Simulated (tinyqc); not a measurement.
Segment and feed resistance from two drops.

Problem. A rail is fed at one end through Rq; K loads of Ij follow, each after a segment Rs. The drop at load j is K Ij Rq + Rs Ij sum_(l=1..j) (K - l + 1). Find Rs, Rq and the worst drop, at the middle, if the rail were fed through Rq at both ends: K Ij Rq/2 + Rs Ij K^2/8 with the load taken as continuous.

Values chosen for this exercise: number of equal loads K = 25; current of each load Ij = 1.7 mA.

drops at the first and at the last load (mV): [44.072500, 543.87250]

Answer. The difference of the two drops is Rs Ij K (K - 1)/2, which gives Rs; the first drop then gives Rq.

Rs = 0.9800 ohm
Rq = 0.05700 ohm
drop at the middle with two feeds = 131.4 mV

Numbers from tinyqc (`OMP_NUM_THREADS=1 python tinyqc.py 2770207 2770208 out.jsonl`; about 0.1 s on one thread of a shared Intel Xeon 2.30GHz).
